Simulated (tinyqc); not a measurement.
Inside a calculation. Model: off-state leakage of single and stacked transistors.

tinyqc, about 0.03 s, one thread, Intel Xeon 2.30GHz (shared host): `OMP_NUM_THREADS=1 python tinyqc.py 2242247 2242248 out.jsonl` Printed values are rounded.

n-channel devices of unit width. Subthreshold current I(Vg, Vs, Vd) = I0 (T/300 K)^0.5 exp[(Vg - Vs - VT(T) - gb (Vs - Vb) + dd (Vd - Vs))/(nf Vt)] (1 - exp(-(Vd - Vs)/Vt)), VT(T) = VT - cT (T - 300 K). Gate-edge tunnelling Ig (Vd/1 V) exp(ag (Vd - 1 V)), for a gate at 0 V, and band-to-band leakage Ab u exp(-Bb/u), u = Vd - Vb + 1 V, flow at a drain held at V; both are taken as independent of T. In a stack of off transistors (all gates at 0 V) the same subthreshold current passes through each.

Parameters, values chosen for the exercise; values of the order met in bulk silicon logic transistors:
- T = 300 K (temperature)
- V = 1.1 V (supply voltage)
- VT = 0.33 V (threshold at 300 K, zero drain and body bias)
- cT = 0.7 mV/K (fall of the threshold with temperature)
- I0 = 0.22 uA/um (current at threshold at 300 K)
- nf = 1.19 (slope factor)
- dd = 0.15 (drain-induced lowering per volt)
- gb = 0.16 (rise of the threshold per volt of source-body bias)
- Ig = 0.0005 uA/um (gate-edge tunnelling current at 1 V)
- ag = 5.5 1/V (exponential slope of the gate current)
- Ab = 3 uA/(um V) (prefactor of band-to-band leakage at the drain)
- Bb = 21 V (its exponential voltage)
- Vb = 0 V (body voltage)

Constants: q = 1.602176634e-19 C, kB = 1.380649e-23 J/K, Vt = kB T/q. Results are converted to the units shown.

## Leakage of one transistor

Vg = Vs = 0, Vd = V; effective threshold VT(T) - gb Vb - dd V.

effective threshold = 0.165 V
parts (nA/um): subthreshold 1.03066, gate edge 0.953289, band-to-band 0.286020
total = 2.26996 nA/um
shares (%): subthreshold 45.4040, gate edge 41.9958, band-to-band 12.6002

The subthreshold part is the largest.

## Starting value

Vx = dd V/(1 + gb + 2 dd), the solution for Vx well above Vt, rounded to three decimals.

Vx at the start = 0.113 V

## Iteration 1: new Vx

Stack of two, Vx the node between them: I_low = I(0, 0, Vx), I_up = I(0, Vx, V), f = ln(I_up/I_low), f' = -(1 + gb + 2 dd)/(nf Vt) - 1/(Vt (exp(Vx/Vt) - 1)) - 1/(Vt (exp((V - Vx)/Vt) - 1)), Vx(new) = Vx - f/f'.

I_low = 0.00827112 nA/um
I_up = 0.00838243 nA/um
f = 0.0133688
f' = -47.9534 1/V
Vx after iteration 1 = 0.113279 V

## Iteration 2: new Vx

As before.

I_low = 0.00828350 nA/um
I_up = 0.00828351 nA/um
f = 7.51034e-7
f' = -47.9480 1/V
Vx after iteration 2 = 0.113279 V

## Course of the iteration

Stop when the step is below 1e-11 V, or after 40 iterations.

Course of the iteration:
```
iteration  Vx before the step (V)  step (V)
1                           0.113   2.79e-4
2                        0.113279   1.57e-8
3                        0.113279   < 1e-16
```

Converged in 3 iterations. The subthreshold current of the stack is 0.008284 nA/um, 124 times less than that of one transistor (the drain leakage is unchanged); the estimate exp[dd V (1 + gb + dd)/((1 + gb + 2 dd) nf Vt)] gives 123.
